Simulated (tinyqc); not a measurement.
Worked calculation: solid solubility of a dopant against its melt (retrograde solidus), clustering and the electrically active fraction. Computed by tinyqc, a small Python program that keeps every step. Command: `OMP_NUM_THREADS=1 python tinyqc.py 3026269 3026270 out.jsonl retro walk`. One thread of a shared host (Intel(R) Xeon(R) Processor @ 2.30GHz), about 0.01 s of CPU time with the checks. Intermediate numbers are printed to about 5 digits and carried at full precision; extremes and crossings named in words are read from the listed rows.

Inputs (values chosen for the exercise, for a model dopant): melting point of the host T_m = 1687 K; heat of melting of the host H_f = 50.2 kJ/mol; interaction L of the melt = 11 kJ/mol; enthalpy of transfer from melt to solid H = 0.94 eV; entropy of transfer S = -1.13 k_B; site density N0 = 5e+22 1/cm^3; temperature T = 1420 K; total dopant density N_t = 2.4e+21 1/cm^3; atoms per cluster m = 2; cluster scale N* at 1273 K = 2.7e+20 1/cm^3; activation energy E_b of the cluster scale = 0.56 eV; anneal temperature T_a = 1200 K; prefactor of n_i = 3.87e+16 1/(cm^3 K^1.5); energy E_i in n_i = 0.608 eV; mobility mu = 50 cm^2/(V s).

Clustering: clusters that take up free electrons.

Constants: R = 8.314462618 J/(mol K); k_B = 8.617333262e-05 eV/K; e = 1.602176634e-19 C; N_A = 6.02214076e+23 1/mol.

## Liquidus and solidus at T

x_l and x_s are atom fractions of the dopant in melt and solid; the solid is dilute. Liquidus of the host: R T ln(1 - x_l) + L x_l^2 = -H_f (1 - T/T_m). Distribution: k = x_s/x_l = exp[L (1 - x_l)^2/(R T)] exp(S/k_B - H/(k_B T)), the first factor being the activity coefficient in the melt. Solubility = x_s N0; at T_m x_l = 0.

x_l = 0.65999

distribution coefficient k = 1.6590e-04

x_s = 1.0949e-04

solubility = 5.4744e+18 1/cm^3

k at the melting point = 0.0011007

k has changed by a factor 0.15 from its value at T_m, while x_l has grown from 0 to 0.660.

## The retrograde maximum

The largest x_s N0 between 900 K and T_m. For an ideal melt with constant heats the maximum has x_l = H_f/(H + H_f), H in the same units.

temperature of the maximum = 1537.3 K

largest solubility = 7.0190e+18 1/cm^3

x_l there = 0.37458

ideal-melt value H_f/(H + H_f) = 0.35629

The maximum lies 150 K below T_m: above it the melt runs out of dopant, below it k falls as exp(-H/(k_B T)).

## The solidus

The formulas are those given above.

Against temperature:
```
T (K)      x_l          k  solubility (1/cm^3)  over the maximum
1000   0.97572  0.0000059           2.8873e+17           0.04114
1100   0.94998  0.0000160           7.5948e+17           0.10820
1200   0.90518  0.0000368           1.6651e+18           0.23722
1300   0.82869  0.0000755           3.1292e+18           0.44582
1400   0.69637  0.0001456           5.0704e+18           0.72238
1500   0.47577  0.0002859           6.8017e+18           0.96905
1580   0.25767  0.0005144           6.6272e+18           0.94418
1640   0.10556  0.0007959           4.2009e+18           0.59851
1675   0.02583  0.0010151           1.3108e+18           0.18675
```

Between the first rows the Arrhenius energy of the solubility is 0.92 eV, against H = 0.94 eV; it shrinks to zero at 1537 K and turns negative beyond. A crystal saturated at the maximum precipitates dopant-rich liquid on cooling and on heating alike. Below a eutectic or compound temperature another phase would set the limit.

## Active fraction after the anneal

A highly soluble donor (another dopant than that of the solidus) is limited by clustering. Donors N_a are active, and clusters hold m atoms each: N_t = N_a + m C, m C = N* (N_a/N*)^m (n/N*)^m, each atom taking one electron, n = N_a/2 + sqrt(N_a^2/4 + n_i^2), n_i = prefactor x T^1.5 exp(-E_i/(k_B T)), with N*(T) = N*(1273 K) exp[-(E_b/k_B)(1/T - 1/1273)]. Resistivity = 1/(e mu N_a).

N*(T_a) = 1.9792e+20 1/cm^3

active density N_a = 3.5483e+20 1/cm^3

active fraction = 0.14785

resistivity = 0.35180 milliohm cm

Doubling the dose would raise N_a by only 21 %. Caution: this clustering law is a generic form; degeneracy and a doping-dependent mobility are left out.

## Active against total

A highly soluble donor (another dopant than that of the solidus) is limited by clustering. Donors N_a are active, and clusters hold m atoms each: N_t = N_a + m C, m C = N* (N_a/N*)^m (n/N*)^m, each atom taking one electron, n = N_a/2 + sqrt(N_a^2/4 + n_i^2), n_i = prefactor x T^1.5 exp(-E_i/(k_B T)), with N*(T) = N*(1273 K) exp[-(E_b/k_B)(1/T - 1/1273)].

Active density (1/cm^3):
```
N_t (1/cm^3)  N_a at T_a  fraction  N_a at T_a + 150 K  N_a at T_a - 150 K
1.00e+19      9.9982e+18   0.99982          9.9994e+18          9.9863e+18
3.00e+19      2.9892e+19   0.99641          2.9979e+19          2.9058e+19
1.00e+20      9.1081e+19   0.91081          9.8000e+19          6.9435e+19
2.00e+20      1.4417e+20   0.72085          1.7838e+20          9.4625e+19
5.00e+20      2.1648e+20   0.43296          3.0820e+20          1.2958e+20
1.00e+21      2.7388e+20   0.27388          4.0852e+20          1.5906e+20
2.00e+21      3.3694e+20   0.16847          5.1435e+20          1.9259e+20
5.00e+21      4.3375e+20   0.08675          6.7202e+20          2.4528e+20
```

The exponent d ln N_a/d ln N_t falls from 1.00 to 0.28, towards 1/(2m) = 0.250. At the highest dose a 150 K hotter anneal gives 1.55 times the active density, and a later step 150 K cooler would cut it to 0.57 if it ran to equilibrium: short hot anneals come last.

Checks made by the program: the ideal-melt maximum (relative difference 4e-08).
